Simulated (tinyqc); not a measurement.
Inside a calculation. Method: ROHF in the sto-6g basis, for H4, spin multiplicity 3. One step of it, computed by the program tinyqc.

Question. Iteration 1: building the Fock matrix. J_ij = sum D_kl (ij|kl) with D = D(alpha) + D(beta), K_ij = sum D_kl (ik|jl) for each spin; F = H + J - K(s); E = tr D H + tr D J / 2 - 0.5 sum_s tr D(s) K(s) + E_nn.

D(alpha) at the start, order 1H 1s, 2H 1s, 3H 1s, 4H 1s:
$$\begin{pmatrix}
0.717748 & 0.071158 & 0.010809 & 0.001793 \\
0.071158 & 0.692331 & 0.069364 & 0.010809 \\
0.010809 & 0.069364 & 0.692331 & 0.071158 \\
0.001793 & 0.010809 & 0.071158 & 0.717748
\end{pmatrix}$$

D(beta) at the start, order 1H 1s, 2H 1s, 3H 1s, 4H 1s:
$$\begin{pmatrix}
0.239249 & 0.023719 & 0.003603 & 0.000598 \\
0.023719 & 0.230777 & 0.023121 & 0.003603 \\
0.003603 & 0.023121 & 0.230777 & 0.023719 \\
0.000598 & 0.003603 & 0.023719 & 0.239249
\end{pmatrix}$$

core Hamiltonian H = T + V (hartree), order 1H 1s, 2H 1s, 3H 1s, 4H 1s:
$$\begin{pmatrix}
-1.338829 & -0.868028 & -0.121923 & -0.019331 \\
-0.868028 & -1.566959 & -0.583678 & -0.121923 \\
-0.121923 & -0.583678 & -1.566959 & -0.868028 \\
-0.019331 & -0.121923 & -0.868028 & -1.338829
\end{pmatrix}$$

Two-electron integrals (ij|kl) in chemists' order, unique and non-zero (hartree):
```
(11|11) 0.774999   (21|11) 0.291866   (21|21) 0.142474   (22|11) 0.465518
(22|21) 0.291866   (22|22) 0.774999   (31|11) 0.025091   (31|21) 0.013752
(31|22) 0.032962   (31|31) 0.001689   (32|11) 0.094355   (32|21) 0.059816
(32|22) 0.169129   (32|31) 0.008950   (32|32) 0.054141   (33|11) 0.218683
(33|21) 0.133010   (33|22) 0.372423   (33|31) 0.025091   (33|32) 0.169129
(33|33) 0.774999   (41|11) 0.003093   (41|21) 0.001724   (41|22) 0.004224
(41|31) 0.000231   (41|32) 0.001289   (41|33) 0.004224   (41|41) 0.000034
(42|11) 0.014904   (42|21) 0.009126   (42|22) 0.025091   (42|31) 0.001451
(42|32) 0.008950   (42|33) 0.032962   (42|41) 0.000231   (42|42) 0.001689
(43|11) 0.085934   (43|21) 0.050023   (43|22) 0.133010   (43|31) 0.009126
(43|32) 0.059816   (43|33) 0.291866   (43|41) 0.001724   (43|42) 0.013752
(43|43) 0.142474   (44|11) 0.153072   (44|21) 0.085934   (44|22) 0.218683
(44|31) 0.014904   (44|32) 0.094355   (44|33) 0.465518   (44|41) 0.003093
(44|42) 0.025091   (44|43) 0.291866   (44|44) 0.774999
```

nuclear repulsion = 1.99314014 hartree

Give: Coulomb J; exchange K(alpha); exchange K(beta); F(alpha); F(beta); total energy of this density.

Answer.

Coulomb J (hartree), order 1H 1s, 2H 1s, 3H 1s, 4H 1s:
$$\begin{pmatrix}
1.610 & 0.802 & 0.098 & 0.015 \\
0.802 & 1.828 & 0.526 & 0.098 \\
0.098 & 0.526 & 1.828 & 0.802 \\
0.015 & 0.098 & 0.802 & 1.610
\end{pmatrix}$$

exchange K(alpha) (hartree), order 1H 1s, 2H 1s, 3H 1s, 4H 1s:
$$\begin{pmatrix}
0.700 & 0.469 & 0.100 & 0.025 \\
0.469 & 0.746 & 0.300 & 0.100 \\
0.100 & 0.300 & 0.746 & 0.469 \\
0.025 & 0.100 & 0.469 & 0.700
\end{pmatrix}$$

exchange K(beta) (hartree), order 1H 1s, 2H 1s, 3H 1s, 4H 1s:
$$\begin{pmatrix}
0.233 & 0.156 & 0.033 & 0.008 \\
0.156 & 0.249 & 0.100 & 0.033 \\
0.033 & 0.100 & 0.249 & 0.156 \\
0.008 & 0.033 & 0.156 & 0.233
\end{pmatrix}$$

F(alpha) (hartree), order 1H 1s, 2H 1s, 3H 1s, 4H 1s:
$$\begin{pmatrix}
-0.429 & -0.535 & -0.124 & -0.030 \\
-0.535 & -0.485 & -0.357 & -0.124 \\
-0.124 & -0.357 & -0.485 & -0.535 \\
-0.030 & -0.124 & -0.535 & -0.429
\end{pmatrix}$$

F(beta) (hartree), order 1H 1s, 2H 1s, 3H 1s, 4H 1s:
$$\begin{pmatrix}
0.038 & -0.222 & -0.057 & -0.013 \\
-0.222 & 0.012 & -0.158 & -0.057 \\
-0.057 & -0.158 & 0.012 & -0.222 \\
-0.013 & -0.057 & -0.222 & 0.038
\end{pmatrix}$$

total energy of this density = -1.70697 hartree

This density is the starting one; it is not idempotent, so its energy is not variational and may lie below the converged one.
